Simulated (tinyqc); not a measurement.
# Worked calculation: on-chip interconnect, size-dependent resistivity and RC delay

Numbers from tinyqc (`OMP_NUM_THREADS=1 python tinyqc.py 2100008 2100009 out.jsonl`; about 0.01 s on one thread of a shared Intel Xeon 2.30GHz). Printed values are rounded.

A rectangular line between two neighbours and two ground planes. Surface and grain-boundary scattering are added to the bulk resistivity as corrections; capacitances are parallel-plate values without fringing; inductance is ignored.

Parameters, values chosen for the exercise; metal values close to those of copper: bulk resistivity rho0 = 1.65 uohm cm; bulk mean free path lam = 40.6 nm; specular share of surface scattering ps = 0.1; reflection coefficient of grain boundaries Rg = 0.52; grain size over the metal width gr = 1; drawn line width wd = 20 nm; aspect ratio, height over width AR = 1.3; liner on both walls and the bottom, not conducting tl = 1.6 nm; space to the neighbouring lines sp = 30 nm; dielectric height to the planes above and below hd = 41 nm; relative permittivity of the dielectric ek = 2.2; Miller factor of the neighbours Mf = 2; line length Lw = 180 um; driver resistance Rd = 490 ohm; load capacitance Cl = 0.068 fF; time step dt = 86 ps.

Constants: eps0 = 8.8541878128e-12 F/m. Results are converted to the units shown.

Range of the model: The metal width is under the mean free path, where the thick-limit surface term and the simple sum of corrections lose accuracy.

## Resistivity, resistance and capacitance per length

Metal width x = wd - 2 tl, height y = AR wd - tl; grain boundaries (Mayadas-Shatzkes): al = (lam/(gr x)) Rg/(1 - Rg), g = 1/[1 - 3 al/2 + 3 al^2 - 3 al^3 ln(1 + 1/al)] - 1; surfaces (Fuchs-Sondheimer, thick limit): s = (3/8) lam (1 - ps)(1/x + 1/y); rho = rho0 (1 + g + s); r = rho/(x y); c = eps0 ek (2 wd/hd + 2 Mf AR wd/sp).

x = 16.8 nm
y = 24.4 nm
al = 2.61806
g = 3.54641
s = 1.37720
rho = 9.77396 uohm cm
r = 238.436 ohm/um
c = 0.0865320 fF/um

rho is 5.92 times the bulk value; grain boundaries add more (3.55 against 1.38). The liner takes 21.2 % of the cross-section.

## Ladder and Elmore delays

6 equal pi sections: series Rs = r Lw/6; node capacitances c Lw/6, halved at nodes 0 and 6, with Cl added to node 6; Rd feeds node 0. Elmore delay of node k: the sum, over the resistors on the path to k, of resistance times all capacitance downstream of it.

Rs = 7153.08 ohm
C, node 0 to 6 (fF): [1.29798, 2.59596, 2.59596, 2.59596, 2.59596, 2.59596, 1.36598]
Elmore delay, node 0 to 6 (ps): [7.66545, 110.282, 194.329, 259.808, 306.717, 335.057, 344.828]

The far-end value equals Rd (c Lw + Cl) + r Lw (c Lw/2 + Cl) for any number of pi sections; the line resistance contributes 97.8 % of it.

## Step 1: node voltages after a time step

v at t = 0, node 0 to 6 (V): [0, 0, 0, 0, 0, 0, 0]

A 1 V step is applied behind Rd at t = 0. C dv/dt = -G v + b, with G the conductance matrix of the ladder (1/Rs between neighbours, 1/Rd added at node 0) and b = (1 V/Rd, 0, ...). Trapezoidal step: (C/dt + G/2) v(new) = (C/dt - G/2) v + b.

v at t = 1 dt, node 0 to 6 (V): [1.90959, 1.00213, 0.52743, 0.28049, 0.15467, 0.09566, 0.07794]

Node 0 overshoots the 1 V source: the trapezoidal rule rings on modes much faster than dt.

## Step 2: node voltages after a time step

As before.

v at t = 2 dt, node 0 to 6 (V): [0.095273, 0.682015, 0.697759, 0.559296, 0.420108, 0.328749, 0.296743]

## Course in time

A 1 V step is applied behind Rd at t = 0. C dv/dt = -G v + b, with G the conductance matrix of the ladder (1/Rs between neighbours, 1/Rd added at node 0) and b = (1 V/Rd, 0, ...). Trapezoidal step: (C/dt + G/2) v(new) = (C/dt - G/2) v + b. The last column solves the same ladder exactly by its modes.

Voltages (V):
```
t (ps)  node 0  node 3  node 6  node 6, exact
86.00    1.910  0.2805  0.0779         0.0961
172.0    0.095  0.5593  0.2967         0.3154
258.0    1.856  0.6191  0.5076         0.4945
344.0    0.155  0.7487  0.6284         0.6277
430.0    1.810  0.8039  0.7290         0.7258
516.0    0.205  0.8584  0.8021         0.7981
602.0    1.767  0.8980  0.8527         0.8513
688.0    0.250  0.9210  0.8935         0.8905
774.0    1.726  0.9467  0.9205         0.9194
860.0    0.292  0.9562  0.9425         0.9406
946.0    1.687  0.9721  0.9572         0.9563
1032     0.330  0.9757  0.9688         0.9678
```

The far end of the ladder reaches 0.5 V at 261.1 ps, 0.757 of its Elmore delay (ln 2 = 0.693 for a single pole); the slowest mode has a time constant of 281.0 ps. The largest error of the trapezoidal steps at that node is 19 mV. Node 0 swings up and down from step to step: the trapezoidal rule does not damp modes much faster than dt, so these swings are numerical.
